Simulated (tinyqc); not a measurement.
Short-channel transistor, virtual-source model with series resistance: one step of the calculation.

The current per gate width is the charge at the top of the source barrier (the virtual source) times its velocity times a saturation function; al and be are fitting constants of the model. Units: I in uA/um, Rs in ohm um, so I Rs = 1e-6 I Rs in volts; Q in uC/cm^2, so I = 1e-4 Q vx0 Fsat with vx0 in cm/s.

Problem. What the series resistance costs. Intrinsic voltages Vg' = Vgs - I Rs, Vd' = Vds - 2 I Rs. n = n0 + nd Vd', VT = VT0 - dl Vd', Ff = 1/(1 + exp((Vg' - VT + al Vt/2)/(al Vt))), Q = Cinv n Vt ln(1 + exp((Vg' - VT + al Vt Ff)/(n Vt))), Vdsat = (vx0 L/mu)(1 - Ff) + Vt Ff, Fsat = u/(1 + u^be)^(1/be) with u = Vd'/Vdsat, and I = Q vx0 Fsat per width. I0 is the current for Rs = 0. Effective velocity I/Q; transit time L Q/I.

Inputs (values chosen for the exercise):
```
symbol   value        unit                                                         meaning
T          293           K                                                     temperature
Cinv      3.18     uF/cm^2                                           inversion capacitance
vx0     3.62e7        cm/s                                  velocity at the virtual source
mu         150  cm^2/(V s)                                               apparent mobility
L           25          nm                                                  channel length
VT0       0.34           V                                 threshold at zero drain voltage
dl       0.028         V/V                                  drain-induced barrier lowering
n0        1.46                                                         subthreshold factor
nd        0.05         1/V                                  growth of n with drain voltage
al         3.5              threshold shift (in units of Vt) from weak to strong inversion
be         1.8                                                     sharpness of saturation
Rs         200      ohm um                               series resistance of each contact
Vgs        0.9           V                                                    gate voltage
Vds       0.45           V                                                   drain voltage
```

Constants: q = 1.602176634e-19 C, kB = 1.380649e-23 J/K, Vt = kB T/q. Results are converted to the units shown.

converged I = 840.76860 uA/um
I0 = 3802.5563 uA/um

Give: loss against I0; effective velocity; transit time.

Solution.

loss against I0 = 77.89 %
effective velocity = 6.683e6 cm/s
transit time = 0.3741 ps

Program tinyqc, `OMP_NUM_THREADS=1 python tinyqc.py 2380136 2380137 out.jsonl`; Intel Xeon 2.30GHz, shared host, one thread, about 0.01 s.
